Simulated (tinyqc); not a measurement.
Changing the temperature T: heavy doping: band filling, gap narrowing, band tails and the effective intrinsic density. Computed by tinyqc, a small Python program. Command: `OMP_NUM_THREADS=1 python tinyqc.py 3006826 3006827 out.jsonl gapnarrow sweep`. One thread of a shared host (Intel(R) Xeon(R) Processor @ 2.30GHz), about 0.04 s of CPU time with the checks.

An n-type crystal above its Mott density, with all dopants ionised: n = N_D - N_A, ionised centres N_I = N_D + N_A. Valleys are taken as spherical with mass m_e.

Inputs (values chosen for the exercise, for a model semiconductor):

| quantity | value | unit |
|---|---|---|
| gap E_g | 6.09 | eV |
| electron mass m_e | 0.251 | m_0 |
| valleys M_c | 1 | - |
| hole mass m_h | 2.26 | m_0 |
| dielectric constant eps | 9.64 | - |
| donor density N_D | 1.6e+19 | cm^-3 |
| compensation ratio N_A/N_D | 0.3 | - |

Conduction band: parabolic.

Constants: a_0 = 0.529177210903 angstrom; Ry = 13.605693123 eV; k_B = 8.617333262e-05 eV/K; hbar^2/(2 m_0) = 3.80998212 eV angstrom^2; e = 1.602176634e-19 C; eps_0 = 8.8541878128e-12 F/m; e^2/(4 pi eps_0) = 14.39964548 eV angstrom.

Method:
- n = N_D (1 - ratio); Ry* = Ry m_e/eps^2, a* = a_0 eps/m_e; r_s = (3/(4 pi n))^(1/3)/a*; k_F = (3 pi^2 n/M_c)^(1/3); Mott density (0.26/a*)^3.
- n = M_c (1/(2 pi^2)) (m_e/(hbar^2/2m_0))^(3/2) int sqrt(E) f dE, f = 1/(1 + exp((E - E_F)/k_B T)); trapezoid rule in t = sqrt(E/k_B T), step 0.02 up to 12; E_F by bisection from the band edge.
- At T = 0, E_F = (hbar^2/2m_0) k_F^2/m_e; dn/dE_F uses f (1 - f)/k_B T in place of f.
- Screening: q^2 = (e/(eps eps_0)) dn/dE_F. Exchange lowers the conduction band by (1/pi) k_F e^2/(4 pi eps_0 eps) (T = 0 Hartree-Fock at k_F, taken as a rigid shift). Screening raises the valence band by (q/2) e^2/(4 pi eps_0 eps) (static Coulomb hole). The narrowing is the sum; electron correlation and carrier-ion shifts are left out. Root-mean-square potential of randomly placed ions: V_rms = (e^2/(4 pi eps_0 eps)) sqrt(2 pi N_I/q).
- Absorption edge of a direct gap, from the valence band at k_F (T = 0 value) to the Fermi level: E_g - narrowing + E_F + (hbar^2/2m_0) k_F^2/m_h, k_F = (3 pi^2 n)^(1/3); the shift is the edge less E_g. n p/n_i^2 = exp(narrowing/k_B T) x (n/N) exp(-E_F/k_B T), N being the limit of n exp(-E_F/k_B T) far below the edge (taken at E_F = -12 k_B T); apparent narrowing = k_B T ln(n p/n_i^2).

One run for each value:

| temperature T (K) | E_F above the band edge (meV) | screening length 1/q (angstrom) | apparent narrowing (meV) | gap narrowing (meV) |
|---|---|---|---|---|
| 60 | 72.419 | 15.218 | 28.601 | 81.988 |
| 83 | 72.136 | 15.249 | 32.598 | 81.888 |
| 120 | 71.470 | 15.327 | 37.482 | 81.641 |
| 160 | 70.426 | 15.456 | 41.274 | 81.234 |
| 220 | 68.152 | 15.739 | 45.047 | 80.364 |
| 310 | 63.067 | 16.322 | 48.127 | 78.668 |

Over the rows, E_F above the band edge (meV) falls from 72.4 to 63.1 (exponent d ln y / d ln x -0.012 between the first rows and -0.23 between the last); screening length 1/q (angstrom) rises from 15.2 to 16.3 (exponent d ln y / d ln x 0.0063 between the first rows and 0.11 between the last); apparent narrowing (meV) rises from 28.6 to 48.1 (exponent d ln y / d ln x 0.40 between the first rows and 0.19 between the last). At the low end the exponent of screening length 1/q is 0.01, close to 0: degenerate screening does not depend on T.  Left out: 430, 600 (E_F is less than 2 k_B T above the edge).

Caution (all rows): r_s is above 1.2, where these high-density terms are rough. Caution (rows 310): V_rms exceeds both E_F and k_B T, so band tails reshape the edge.
